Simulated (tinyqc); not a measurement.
# Minority carriers and saturation current of a heavily doped emitter, step by step

Computed by the program tinyqc: `OMP_NUM_THREADS=1 python tinyqc.py 2330002 2330003 out.jsonl`, one thread of a shared Intel Xeon 2.30GHz, about 0.01 s for the whole run. Printed values are rounded.

n-type, parabolic bands, full ionisation. eta = (EF - Ec)/kB T solves N = Nc F12(eta), F12(x) = (2/sqrt(pi)) int_0^infinity sqrt(u)/(1 + exp(u - x)) du. The gap shrinks rigidly by dEg = a3 y^(1/3) + a4 y^(1/4) + a2 y^(1/2), y = N/1e18 cm^-3, an empirical law that is here taken as the true narrowing.

Parameters, values chosen for the exercise; band and dielectric values close to those of silicon:

| symbol | value | unit | meaning |
|---|---|---|---|
| T | 400 | K | temperature |
| Eg | 1.11 | eV | band gap |
| Nc | 4.31e19 | cm^-3 | conduction-band density of states at 400 K |
| Nv | 4e19 | cm^-3 | valence-band density of states at 400 K |
| N | 7.3e18 | cm^-3 | ionised donor density |
| a3 | 9.1 | meV | coefficient of (N/1e18)^(1/3) |
| a4 | 5.4 | meV | coefficient of (N/1e18)^(1/4) |
| a2 | 2.8 | meV | coefficient of (N/1e18)^(1/2) |
| mup | 230 | cm^2/(V s) | minority-hole mobility |
| Cn | 2.8e-31 | cm^6/s | Auger coefficient |
| ts | 0.61 | us | defect lifetime |
| W | 480 | nm | emitter width |
| S | 9300 | cm/s | recombination velocity at the contact |

Constants: q = 1.602176634e-19 C, kB = 1.380649e-23 J/K, Vt = kB T/q. Results are converted to the units shown.

Range of the model: Band tails, non-parabolic bands and incomplete ionisation are left out.

## Iteration 1: Fermi level

eta at the start (Boltzmann value) = -1.7756

Newton step on ln F12(eta) = ln(N/Nc): eta(new) = eta - ln(Nc F12/N) F12/Fm, Fm(x) = dF12/dx = (1/sqrt(pi)) int_0^infinity u^(-1/2)/(1 + exp(u - x)) du.

F12 = 0.1600817
Fm = 0.1515429
eta after iteration 1 = -1.715998

## Course of the iteration

Stop when eta changes by less than 1e-9.

Course of the iteration:
```
iteration,eta,change
1,-1.715998,0.0596
2,-1.715907,9.10e-5
3,-1.715907,2.19e-10
```

Converged in 3 iterations.

## Effective intrinsic density

converged eta = -1.715907

ni = sqrt(Nc Nv) exp(-Eg/(2 Vt)), Eg in volts; degeneracy factor g = F12(eta) exp(-eta); nie^2 = ni^2 exp(dEg/kB T) g, p0 = nie^2/N; apparent narrowing dEg + kB T ln g.

ni = 4.222566e12 cm^-3
dEg = 34.09421 meV
g = 0.9420082
apparent narrowing = 32.03497 meV
nie = 6.720287e12 cm^-3
p0 = 6.186611e6 cm^-3

Narrowing multiplies p0 by 2.69 and degeneracy by 0.942.

## Saturation current

1/tau = Cn N^2 + 1/ts, D = mup Vt, L = sqrt(D tau); J0 = (q p0 D/L)(s + tanh(W/L))/(1 + s tanh(W/L)), s = S L/D; the share recombining inside is 1 - 1/[cosh(W/L)(1 + tanh(W/L)/s)].

tau = 60.38449 ns
L = 6918.996 nm
s = 0.8116434
J0 = 9.472347e6 fA/cm^2
share recombining inside = 8.083987 %

The emitter is transparent: most holes reach the contact.
